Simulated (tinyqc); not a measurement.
# One-diode model of a solar cell: two studies

J is the current delivered and Vj = V + J Rs the junction voltage. J = X JL - J01 (exp(Vj/(n1 Vt)) - 1) - Vj/Rp. The photocurrent does not depend on voltage.

Values chosen for this exercise; values of the order met in cells of gallium arsenide:
```
symbol  value      unit                          meaning
T         273         K                      temperature
JL         27   mA/cm^2          photocurrent at one sun
X           1      suns                    concentration
J01     1e-12    A/cm^2  saturation current of the diode
n1       1.78               ideality factor of the diode
Rs        1.5  ohm cm^2                series resistance
Rp      10000  ohm cm^2                 shunt resistance
Pin       100   mW/cm^2        incident power at one sun
```

Constants: q = 1.602176634e-19 C, kB = 1.380649e-23 J/K, Vt = kB T/q. Results are converted to the units shown.

Each table varies one quantity; the others keep the values above.

## Effect of the shunt resistance

Jsc at V = 0, Voc at J = 0, the maximum power point where J (1 + 2 Rs G) = G Vj with G = -dJ/dVj; FF = Vmp Jmp/(Voc Jsc); efficiency Vmp Jmp/(X Pin). Empirical fill factor without parasitics FF0 = (v - ln(v + 0.72))/(v + 1), v = Voc/(n1 Vt).

Result of one run:
```
Rp (ohm cm^2)  Jsc (mA/cm^2)  Voc (V)  Vmp (V)  Jmp (mA/cm^2)      FF  efficiency (%)     FF0
300                    26.87    1.000   0.8358          23.03  0.7164           19.25  0.8311
```

What becomes of these results when the shunt resistance Rp is changed from 300 to 1e5 ohm cm^2, all else the same?

Result of the changed run:
```
Rp (ohm cm^2)  Jsc (mA/cm^2)  Voc (V)  Vmp (V)  Jmp (mA/cm^2)      FF  efficiency (%)     FF0
1e5                    27.00    1.006   0.8415          25.65  0.7949           21.59  0.8318
```

The whole series:
```
Rp (ohm cm^2)  Jsc (mA/cm^2)  Voc (V)  Vmp (V)  Jmp (mA/cm^2)      FF  efficiency (%)     FF0
30                     25.71   0.8035   0.4050          12.86  0.2520           5.207  0.8023
100                    26.60   0.9868   0.8149          18.04  0.5601           14.70  0.8294
300                    26.87    1.000   0.8358          23.03  0.7164           19.25  0.8311
1000                   26.96    1.004   0.8400          24.87  0.7716           20.89  0.8316
3000                   26.99    1.005   0.8410          25.40  0.7873           21.36  0.8317
10000                  27.00    1.006   0.8414          25.58  0.7928           21.52  0.8318
30000                  27.00    1.006   0.8414          25.64  0.7944           21.57  0.8318
1e5                    27.00    1.006   0.8415          25.65  0.7949           21.59  0.8318
```

As Rp goes from 30 to 1e5, Voc rises from 0.804 to 1.01 V, FF rises from 0.252 to 0.795 and the efficiency rises from 5.21 to 21.6 %. Voc changes by 0.0697 mV a decade between the last two rows and 350 mV between the first two. For Rp = 30, 100 the shunt carries over 0.3 of the photocurrent at open circuit, so it pulls Voc down and FF towards the 1/4 of a resistor.

## Effect of the concentration

Same model as above.

Results:
```
X (suns)  Jsc (mA/cm^2)  Voc (V)  Vmp (V)  Jmp (mA/cm^2)      FF  efficiency (%)     FF0
0.01             0.2700   0.7983   0.6658         0.1953  0.6034           13.00  0.8014
0.04              1.080   0.8675   0.7409         0.9558  0.7559           17.70  0.8128
0.1               2.700   0.9079   0.7788          2.491  0.7915           19.40  0.8188
0.5               13.50   0.9765   0.8309          12.76  0.8044           21.21  0.8281
2                 53.99    1.035   0.8345          51.09  0.7632           21.32  0.8352
6                 162.0    1.081   0.7471          149.9  0.6396           18.66  0.8404
20                539.7    1.131   0.5804          339.6  0.3228           9.854  0.8457
300               826.8    1.245   0.6224          413.4  0.2500          0.8576  0.8563
```

Estimate the missing row, X = 80 suns.

Computed row:
```
X (suns)  Jsc (mA/cm^2)  Voc (V)  Vmp (V)  Jmp (mA/cm^2)      FF  efficiency (%)     FF0
80                780.3    1.189   0.5951          390.6  0.2504           2.905  0.8513
```

With this row back in the table: As X goes from 0.01 to 300, Voc rises from 0.798 to 1.24 V, FF goes from 0.603 through a maximum of 0.804 (at X = 0.5 among the rows listed) to 0.250 and the efficiency goes from 13.0 through a maximum of 21.3 (at X = 2 among the rows listed) to 0.858 %. Voc gains 96.4 mV a decade at the top and 115 mV at the bottom (n1 Vt ln 10 = 96.4 mV). Past the optimum the loss in Rs, which grows as J^2, outruns the gain in Voc: at the best row X JL Rs = 1.9 n1 Vt. For X = 20, 80, 300 Rs Jsc exceeds half of Voc, so the series resistance shapes the curve and drives FF towards the 1/4 of a resistor.

Computed by the program tinyqc: `OMP_NUM_THREADS=1 python tinyqc.py 2280034 2280035 out.jsonl`, one thread of a shared Intel Xeon 2.30GHz, about 0.01 s for the whole run.
